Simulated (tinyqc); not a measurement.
A chain with two barriers and dephasing by Buettiker voltage probes: one step of the calculation.

Sites 1 to 5 form a chain with hopping -t. Lead L joins site 1 and lead R site 5, both semi-infinite chains with hopping -t and site energy 0. Every site carries a probe with self-energy -i Gamma_p/2 that draws no net current. Linear response at zero temperature: mu_L = 1, mu_R = 0 in units of the bias.

Question. Probe potentials and effective transmission. No current into probe p: W mu = T_pL with W_pp = T_pL + T_pR + sum_q T_pq and W_pq = -T_pq. Then T_eff = T_RL + sum_p T_pR mu_p, and the resistance is (h/2q^2)/T_eff.

Constants: q = 1.602176634e-19 C, h = 6.62607015e-34 J s. Results are converted to the units shown.

T_RL = 0.0078222835

```
probe         T_pL        T_pR
1      0.079836668  0.00407522
2      0.034159746  0.08293169
3      0.024471518  0.07829039
4      0.026962611  0.07789160
5      0.004075221  0.21994821
```

T_pq:
```
            1           2           3           4           5
1  0.00000000  0.01779640  0.01274907  0.01404687  0.00212309
2  0.01779640  0.00000000  0.25944655  0.28585706  0.04320541
3  0.01274907  0.25944655  0.00000000  0.26985897  0.04078740
4  0.01404687  0.28585706  0.26985897  0.00000000  0.04057965
5  0.00212309  0.04320541  0.04078740  0.04057965  0.00000000
```

Find: W; mu_p; T_eff; resistance.

Answer.

W:
```
          1         2         3         4         5
1   0.13063  -0.01780  -0.01275  -0.01405  -0.00212
2  -0.01780   0.72340  -0.25945  -0.28586  -0.04321
3  -0.01275  -0.25945   0.68560  -0.26986  -0.04079
4  -0.01405  -0.28586  -0.26986   0.71520  -0.04058
5  -0.00212  -0.04321  -0.04079  -0.04058   0.35072
```

mu_p, probe 1 to 5: 0.70336  0.26872  0.26072  0.26353  0.10979
T_eff = 0.098062
resistance = 131.62 kohm

Program tinyqc, `OMP_NUM_THREADS=1 python tinyqc.py 2700113 2700114 out.jsonl`; Intel Xeon 2.30GHz, shared host, one thread, about 0.01 s.
